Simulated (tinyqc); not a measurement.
# From dose to size d_s back to backscatter ratio eta

Model: electron-beam lithography: double-Gaussian proximity function, edge placement and dose correction for parallel lines. Computed by tinyqc, a small Python program. Command: `OMP_NUM_THREADS=1 python tinyqc.py 3112845 3112846 out.jsonl proximity inv`. One thread of a shared host (Intel(R) Xeon(R) Processor @ 2.30GHz), about 0.01 s of CPU time with the checks.

Lines are infinitely long. Absorbed energy is counted so that the middle of a very large area written at dose 1 receives 1; the resist develops where it exceeds 1/2.

Inputs (values chosen for the exercise, of the order of those for 100 keV electrons in resist on silicon):
```
quantity                              value               unit
forward range alpha                   0.025         micrometre
base dose D0                            450  microcoulomb/cm^2
width of the test line                 0.16         micrometre
pattern density around the test line   0.11                  -
```

Method. A test line of width w << beta in surroundings of density rho, all at dose d: near its edge E(x) = d [S + eta rho]/(1 + eta), S = [erf((b - x)/alpha) - erf((a - x)/alpha)]/2 for edges a and b, the second term being the background energy. Dose to size d_s = (1 + eta)/(erf(w/alpha) + 2 eta rho), dose = d_s D0; edge slope d [1 - exp(-w^2/alpha^2)]/(sqrt(pi) alpha (1 + eta)); width change per 1 % of dose = 2 x 0.01 x (1/2)/slope.

Task: A run gave the result below. Find the backscatter ratio eta, known to lie between 0.49 and 1.1.

dose to size d_s = 1.406595

Result:

Each step takes the trial c = (a f_b - b f_a)/(f_b - f_a), f being the result less the target and a, b, c the logarithms of the listed values; c replaces end b, the old b replaces a if the sign of f changed, and otherwise f_a is halved.

Scan of the range:
```
backscatter ratio eta  dose to size d_s
0.490                           1.34501
0.561                           1.38951
0.642                           1.43879
0.734                           1.49292
0.840                           1.55300
0.961                           1.61876
1.100                           1.69082
```

False position (Illinois rule, in the logarithm of the input) inside the bracket:
```
step     end a     end b     trial  dose to size d_s
1     0.561000  0.642000  0.587859           1.40602
2     0.642000  0.587859  0.588769           1.40658
3     0.642000  0.588769  0.588828           1.40661
4     0.588769  0.588828  0.588800           1.40659
```

Dose to size d_s rises at every point of a 13-point scan of the range (every second point is shown), so one value fits; it is bracketed by 0.561 and 0.642. Answer: backscatter ratio eta = 0.5888.
